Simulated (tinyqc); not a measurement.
Barrier width: Kronig-Penney superlattice by transfer matrices.

Wells (width a, potential 0, mass mw) alternate with barriers (width b, height V0, mass mb); period d = a + b; c = hbar^2/2m0. The vector (psi, psi'/m) is continuous, and a layer of thickness t carries it by M = [[cos kt, (m/k) sin kt], [-(k/m) sin kt, cos kt]] with k = sqrt(m (E - V)/c); for E < V, k = i kappa gives [[cosh, (m/kappa) sinh], [(kappa/m) sinh, cosh]] of kappa t. A Bloch state obeys cos(q d) = tr(Mb Mw)/2.

Constants: hbar^2/2m0 = 3.80998211 eV angstrom^2.

Values chosen for the exercise (near those of a strained Si superlattice with barriers of SiGe; not measured data): a = 26 angstrom (well width); V0 = 0.184 eV (barrier height); mw = 0.908 m0 (mass in the wells); mb = 0.951 m0 (mass in the barriers); bs = (4.5, 6.8, 9, 11.7, 14.4, 18, 22.5) angstrom (barrier widths).

First miniband against b. m_z = -2 c f'/d^2 with f = tr M/2 at the bottom of the band. E1 is the level of the single well, kappa1 its decay constant in the barrier.

First miniband:

| b (angstrom) | bottom (eV) | top (eV) | W (meV) | ln W | m_z (m0) |
|---|---|---|---|---|---|
| 4.5 | 0.0194 | 0.0449 | 25.52 | 3.240 | 1.05 |
| 6.8 | 0.0239 | 0.0402 | 16.31 | 2.792 | 1.23 |
| 9.0 | 0.0267 | 0.0373 | 10.62 | 2.363 | 1.50 |
| 11.7 | 0.0288 | 0.0351 | 6.273 | 1.836 | 2.01 |
| 14.4 | 0.0300 | 0.0337 | 3.705 | 1.310 | 2.79 |
| 18.0 | 0.0310 | 0.0328 | 1.837 | 0.608 | 4.53 |
| 22.5 | 0.0315 | 0.0322 | 0.7642 | -0.269 | 8.70 |

E1 = 0.0319 eV
kappa1 = 0.1949 1/angstrom

What can be read from this table?

W falls from 25.5 to 0.76 meV, and both edges close in on E1. The slope of ln W is -0.1947 per angstrom over the first two rows and -0.1949 over the last two, against -kappa1 = -0.1949: the width follows one power of the tunnelling amplitude once the wells couple weakly. m_z grows by a factor 8.3. Layers under about 10 angstrom are at the limit of envelope theory.

Run: tinyqc, `OMP_NUM_THREADS=1 python tinyqc.py 1251409 1251410 out.jsonl`; Intel(R) Xeon(R) Processor @ 2.30GHz, one thread, shared host; about 0.04 s of CPU time with all checks.
